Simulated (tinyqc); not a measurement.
Inside a calculation. Model: minority carriers and saturation current of a heavily doped emitter.

Computed by the program tinyqc: `OMP_NUM_THREADS=1 python tinyqc.py 2330106 2330107 out.jsonl`, one thread of a shared Intel Xeon 2.30GHz, about 0.01 s for the whole run. Printed values are rounded.

n-type, parabolic bands, full ionisation. eta = (EF - Ec)/kB T solves N = Nc F12(eta), F12(x) = (2/sqrt(pi)) int_0^infinity sqrt(u)/(1 + exp(u - x)) du. The gap shrinks rigidly by dEg = a3 y^(1/3) + a4 y^(1/4) + a2 y^(1/2), y = N/1e18 cm^-3, an empirical law that is here taken as the true narrowing.

Values chosen for this exercise; band and dielectric values close to those of silicon: temperature T = 350 K; band gap Eg = 1.1 eV; conduction-band density of states at 350 K Nc = 3.57e19 cm^-3; valence-band density of states at 350 K Nv = 3.3e19 cm^-3; ionised donor density N = 4.3e19 cm^-3; coefficient of (N/1e18)^(1/3) a3 = 10.7 meV; coefficient of (N/1e18)^(1/4) a4 = 2.2 meV; coefficient of (N/1e18)^(1/2) a2 = 3.8 meV; minority-hole mobility mup = 190 cm^2/(V s); Auger coefficient Cn = 3.2e-31 cm^6/s; defect lifetime ts = 3.6 us; emitter width W = 390 nm; recombination velocity at the contact S = 9e6 cm/s.

Constants: q = 1.602176634e-19 C, kB = 1.380649e-23 J/K, Vt = kB T/q. Results are converted to the units shown.

Range of the model: Band tails, non-parabolic bands and incomplete ionisation are left out.

## Iteration 1: Fermi level

eta at the start (Boltzmann value) = 0.186

Newton step on ln F12(eta) = ln(N/Nc): eta(new) = eta - ln(Nc F12/N) F12/Fm, Fm(x) = dF12/dx = (1/sqrt(pi)) int_0^infinity u^(-1/2)/(1 + exp(u - x)) du.

F12 = 0.884356
Fm = 0.677552
eta after iteration 1 = 0.589242

## Course of the iteration

Stop when eta changes by less than 1e-9.

Course of the iteration:
```
iteration,eta,change
1,0.589242,0.403
2,0.604942,0.0157
3,0.604967,2.47e-5
4,0.604967,6.09e-11
```

Converged in 4 iterations.

## Effective intrinsic density

converged eta = 0.604967

ni = sqrt(Nc Nv) exp(-Eg/(2 Vt)), Eg in volts; degeneracy factor g = F12(eta) exp(-eta); nie^2 = ni^2 exp(dEg/kB T) g, p0 = nie^2/N; apparent narrowing dEg + kB T ln g.

ni = 4.12990e11 cm^-3
dEg = 68.0383 meV
g = 0.657759
apparent narrowing = 55.4034 meV
nie = 1.03473e12 cm^-3
p0 = 24899.2 cm^-3

Narrowing multiplies p0 by 9.54 and degeneracy by 0.658.

## Saturation current

1/tau = Cn N^2 + 1/ts, D = mup Vt, L = sqrt(D tau); J0 = (q p0 D/L)(s + tanh(W/L))/(1 + s tanh(W/L)), s = S L/D; the share recombining inside is 1 - 1/[cosh(W/L)(1 + tanh(W/L)/s)].

tau = 1.68931 ns
L = 983.902 nm
s = 154.525
J0 = 6.07625e5 fA/cm^2
share recombining inside = 7.59784 %

The emitter is transparent: most holes reach the contact.
